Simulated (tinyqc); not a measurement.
Donors with valley-orbit split 1s states: sweeps and comparisons. A value that a table varies takes the place of the one given here.

Each donor binds at most one electron, in any of its states. For a site s, W_s = sum over its states of g exp(E/kT), and the ionised share is 1/(1 + W_s exp(eta)), eta = (EF - Ec)/kT; n = Nc F_1/2(eta); neutrality n + NA = ND x (mean ionised share); holes are neglected. Nc from N = 2 (m kB T/(4 pi c))^(3/2) with c = hbar^2/2m0, in 1/angstrom^3; times 1e24 for 1/cm^3, m = md. F_j(eta) = (1/Gamma(j + 1)) integral_0^infinity x^j dx/(1 + exp(x - eta)), which tends to exp(eta) for eta << 0.

Mobility (Caughey-Thomas form): mu = mu0 + (mu1 (T/300)^(-ga) - mu0)/(1 + ((ND + NA)/Nr)^de); rho = 1/(e n mu), e = 1.602176634e-19 C.

Constants: hbar^2/2m0 = 3.80998211 eV angstrom^2; kB = 8.617333262e-05 eV/K.

Values chosen for the exercise (near those of P in Si; not measured data):

| symbol | value | unit | meaning |
|---|---|---|---|
| md | 1.037 | m0 | density-of-states mass of the conduction band |
| E | (46.2, 34.9, 32.9) | meV | binding energies of 1s(A1), 1s(T2), 1s(E) |
| g | (2, 6, 4) |  | their degeneracies with spin |
| ND | 2e+15 | 1/cm^3 | donors |
| NA | 0 | 1/cm^3 | compensating acceptors, all ionised |
| T | 200 | K |  |
| mu0 | 62 | cm^2/(V s) | mobility at heavy doping |
| mu1 | 1469 | cm^2/(V s) | mobility at light doping and 300 K |
| Nr | 1e+17 | 1/cm^3 | reference doping |
| de | 0.72 |  | doping exponent |
| ga | 2.3 |  | temperature exponent |

## What the excited states change

The last columns keep only the ground state of each site (g = 2).

Results:

| T (K) | effective degeneracy | eta | n (1/cm^3) | n, ground states only | ratio |
|---|---|---|---|---|---|
| 40 | 2.31 | -10.37 | 4.06e+13 | 4.37e+13 | 0.931 |
| 60 | 2.98 | -8.67 | 4.08e+14 | 4.86e+14 | 0.840 |
| 80 | 3.75 | -8.14 | 1.06e+15 | 1.27e+15 | 0.832 |
| 110 | 4.80 | -8.15 | 1.69e+15 | 1.85e+15 | 0.916 |
| 150 | 5.93 | -8.49 | 1.92e+15 | 1.97e+15 | 0.973 |
| 200 | 6.96 | -8.90 | 1.97e+15 | 1.99e+15 | 0.990 |
| 250 | 7.71 | -9.22 | 1.99e+15 | 2.00e+15 | 0.995 |
| 300 | 8.27 | -9.50 | 1.99e+15 | 2.00e+15 | 0.997 |
| 400 | 9.04 | -9.92 | 2.00e+15 | 2.00e+15 | 0.999 |
| 500 | 9.55 | -10.26 | 2.00e+15 | 2.00e+15 | 0.999 |

The effective degeneracy grows from 2.31 to 9.55. Excited states hold electrons back, so the ratio is never above 1; it is lowest, 0.832, at 80 K of those listed, and 0.997 at 300 K. At low T the excited states empty out, and at high T more donors are ionised (n is 100 % of ND - NA in the last row), so the effect is largest in between.

## Ionisation and resistivity against doping

NA = 0.

Results:

| ND (1/cm^3) | n (1/cm^3) | n/ND | mu (cm^2/(V s)) | rho (ohm cm) | rho at full ionisation |
|---|---|---|---|---|---|
| 1.0e+14 | 9.99e+13 | 0.999 | 3708 | 16.8 | 16.8 |
| 1.0e+15 | 9.93e+14 | 0.993 | 3604 | 1.74 | 1.73 |
| 1.0e+16 | 9.38e+15 | 0.938 | 3145 | 0.212 | 0.198 |
| 3.0e+16 | 2.54e+16 | 0.848 | 2647 | 0.0927 | 0.0786 |
| 1.0e+17 | 6.77e+16 | 0.677 | 1897 | 0.0486 | 0.0329 |
| 3.0e+17 | 1.47e+17 | 0.490 | 1207 | 0.0352 | 0.0172 |
| 1.0e+18 | 3.11e+17 | 0.311 | 650 | 0.0309 | 0.00961 |
| 2.0e+18 | 4.64e+17 | 0.232 | 443 | 0.0304 | 0.00705 |

From 1e16 to 1e18 1/cm^3 rho falls by a factor 6.86, not 100: the mobility takes a factor 4.84 and incomplete ionisation 3.01. n/ND is below 0.9 from 3e+16 1/cm^3 on. From a few times 1e18 1/cm^3 on, depending on the dopant, the levels merge with the band, and already below that screening lowers the binding energy, so the last rows understate n.

## Compensation sets the slope of the freeze-out

NA = K ND. The slope energy is -d ln(n T^(-p))/d(1/kT) between 30 and 36 K, with p = 3/4 for K = 0 and p = 3/2 otherwise.

Results:

| K | n(30 K) (1/cm^3) | n(36 K) (1/cm^3) | slope energy (meV) |
|---|---|---|---|
| 0 | 3.72e+12 | 1.83e+13 | 22.64 |
| 0.0010 | 2.85e+12 | 1.74e+13 | 23.80 |
| 0.010 | 6.63e+11 | 1.08e+13 | 39.10 |
| 0.050 | 1.31e+11 | 3.12e+12 | 44.91 |
| 0.20 | 2.77e+10 | 6.77e+11 | 45.36 |
| 0.50 | 6.92e+09 | 1.70e+11 | 45.38 |

Without acceptors the slope is 22.64 meV, against half the ground-state energy, 23.10; with K = 0.05 it is 44.91 meV, against the full 46.2. The full energy (less a few meV where excited levels lie within a few kT) shows where n is far below NA, since the acceptors then hold EF near the donor level: n(36 K)/NA is 8.7 for K = 0.001 and 0.031 for K = 0.05; for K = 0.001 the sample is still in or near the uncompensated regime, where p = 3/2 is the wrong power, so that slope means little.

## What moves the carrier density

All results formed anew. Each row changes one parameter from the base and keeps the others.

Results:

| case | eta | n (1/cm^3) | rho (ohm cm) |
|---|---|---|---|
| base | -8.897 | 1.973e+15 | 0.8975 |
| E = (51.2, 34.9, 32.9) meV | -8.899 | 1.970e+15 | 0.8986 |
| md = 1.141 m0 | -9.039 | 1.976e+15 | 0.8958 |
| ND = 4e+15 1/cm^3 | -8.217 | 3.893e+15 | 0.4710 |
| NA = 2e+14 1/cm^3 | -9.003 | 1.775e+15 | 1.001 |
| T = 230 K | -9.102 | 1.983e+15 | 1.231 |
| Nr = 2e+17 1/cm^3 | -8.897 | 1.973e+15 | 0.8779 |

The largest shifts from the base row, up to three for each result and ties (the steps differ in size, so this ranks the rows, not the parameters). eta: ND +0.680, T -0.204, md -0.142; unchanged at the printed digits by Nr. n (1/cm^3): ND +1.92e+15, NA -1.97e+14, T +1.05e+13; unchanged at the printed digits by Nr. rho (ohm cm): ND -0.426, T +0.333, NA +0.104.

Run: tinyqc, `OMP_NUM_THREADS=1 python tinyqc.py 1682637 1682638 out.jsonl`; Intel(R) Xeon(R) Processor @ 2.30GHz, one thread, shared host; about 0.01 s of CPU time with all checks.
